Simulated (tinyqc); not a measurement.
## Resistance of a source-drain extension with a graded tip: abruptness at a fixed junction position

y runs along the channel, the gate covers y > 0. The doping is N0 for y < y0 and N0 10^(-(y - y0)/la) beyond, uniform over the depth xj. Sheet conductance s(y) = q mu(N) max(N - Nch, 0) xj + (for y > 0) ma Cox Vo, with mu(N) = u0 + (u1 - u0)/(1 + (N/Nr)^au) and Cox = eps0 eox/tox. Current is taken as one-dimensional; depletion of the tip, spreading and the contact are left out. The metallurgical junction lies at yj, where N = Nch.

R_spacer = integral of dy/s from -Ls to 0, R_ov from 0 to yj, R_channel = (Lg - 2 yj)/(ma Cox Vo), R_total = 2 R_spacer + 2 R_ov + R_channel. Electrical length L_eff = ma Cox dR_total/d(1/Vo); R_series = R_total - L_eff/(ma Cox Vo). y0 is moved with la so that yj stays at 7.1567 nm.

Parameters, values chosen for the exercise; mobility law close to that of electrons in silicon: relative permittivity of the gate insulator (close to silicon dioxide) eox = 3.9; insulator thickness tox = 2.4 nm; active doping of the extension far from the gate N0 = 9.4e19 cm^-3; depth of the extension xj = 15 nm; channel doping Nch = 4.1e17 cm^-3; spacer length Ls = 16 nm; gate overdrive Vo = 0.8 V; mobility of the gate-induced layer ma = 130 cm^2/(V s); mobility at low doping u1 = 1414 cm^2/(V s); mobility at high doping u0 = 68.5 cm^2/(V s); reference doping Nr = 9.2e16 cm^-3; exponent au = 0.711; gate length Lg = 30 nm.

Constants: q = 1.602176634e-19 C, eps0 = 8.8541878128e-14 F/cm where lengths are in cm. Results are converted to the units shown.

The same in every row: yj (nm) = 7.157; R_channel (ohm um) = 104.8.

Results:
```
la (nm/decade),R_spacer (ohm um),R_ov (ohm um),R_total (ohm um),L_eff (nm),R_series (ohm um)
1,9.098,9.937,142.9,17.14,28.35
2.1,9.098,16.74,156.5,18.64,31.92
4.2,10.82,28.43,183.3,21.41,40.26
5.3,15.81,32.04,200.5,22.55,49.81
6.3,22.90,34.29,219.2,23.37,63.04
7.4,33.04,36.08,243.1,24.08,82.18
8.5,45.24,37.43,270.2,24.65,105.5
```

Estimate the missing row, la = 3.1 nm/decade.

Computed row:
```
la (nm/decade),R_spacer (ohm um),R_ov (ohm um),R_total (ohm um),L_eff (nm),R_series (ohm um)
3.1,9.104,22.92,168.9,20.01,35.17
```

With this row back in the table: As la goes from 1 to 8.5 nm/decade, R_total rises from 143 to 270 ohm um, R_spacer rises from 9.10 to 45.2 ohm um and R_ov rises from 9.94 to 37.4 ohm um. R_total changes on average by 17.0 ohm um for each nm/decade. L_eff exceeds the metallurgical length by 1.45 nm in the first row and 8.96 nm in the last, since the gate also controls the lightly doped tips.

tinyqc, about 0.03 s, one thread, Intel Xeon 2.30GHz (shared host): `OMP_NUM_THREADS=1 python tinyqc.py 2282108 2282109 out.jsonl`
